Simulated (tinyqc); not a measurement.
Elastic strain and critical thickness of a cubic alloy layer A(1-x)B(x) on a thick substrate: one step, computed by the program tinyqc.

Strain is positive in tension. The layer is coherent with the substrate unless said otherwise.

Question. Alloy by Vegard's rule, and misfit. a = (1 - x) a_A + x a_B, the same rule for each C_ij; misfit f = (a_S - a)/a, the in-plane strain of the coherent layer.

Inputs (values chosen for the exercise, for a model alloy):
```
quantity,value,unit
fraction x of B,0.085,-
lattice constant a_A,5.653,angstrom
lattice constant a_B,6.058,angstrom
substrate lattice constant a_S,5.643,angstrom
```

C11, C12, C44 of A (GPa): [129.4, 52.18, 65.62]

C11, C12, C44 of B (GPa): [74.21, 46.21, 39.67]

Give: free lattice constant a; elastic constants; misfit f.

Answer.

free lattice constant a = 5.687425 angstrom

elastic constants (GPa): C11 124.7, C12 51.7, C44 63.4

misfit f = -0.007811

The layer is compressed in the plane by 0.78 %.
